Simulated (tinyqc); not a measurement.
# Projection against the Weibull slope

Defects are spread at random, so -ln(1 - F) is proportional to the area: t63(A2) = t63 (A1/A2)^(1/beta), and the time to the share Fp is t63(A2) (-ln(1 - Fp))^(1/beta).

Parameters, values chosen for the exercise:
```
symbol  value  unit                                  meaning
A1       2000  um^2                 area of a test capacitor
A2      5.5e5  um^2                 gate area of the product
Fp      0.001               allowed share of failed products
t63       310     s  characteristic time of a test capacitor
```

Projection against the Weibull slope:

| beta | t63 of the product (s) | time to Fp (s) | decades lost to area | decades lost to the percentile |
|---|---|---|---|---|
| 0.6 | 0.026657 | 2.6679e-7 | 4.0656 | 4.9996 |
| 1.02 | 1.2585 | 0.0014418 | 2.3915 | 2.9410 |
| 1.45 | 6.4426 | 0.054985 | 1.6823 | 2.0688 |
| 1.88 | 15.626 | 0.39647 | 1.2975 | 1.5956 |
| 2.3 | 26.964 | 1.3382 | 1.0606 | 1.3043 |
| 2.73 | 39.613 | 3.1551 | 0.89353 | 1.0988 |
| 3.15 | 52.116 | 5.8165 | 0.77439 | 0.95231 |
| 3.58 | 64.563 | 9.3768 | 0.68138 | 0.83793 |
| 4 | 76.125 | 13.539 | 0.60983 | 0.74995 |

What does the comparison show?

Both losses go as 1/beta: together 9.07 decades at beta = 0.6 and 1.36 at 4. For small Fp only the ratio Fp/A2 counts, so ten times the area costs as much as a tenth of Fp.

tinyqc, about 0.01 s, one thread, Intel Xeon 2.30GHz (shared host): `OMP_NUM_THREADS=1 python tinyqc.py 2070063 2070064 out.jsonl`
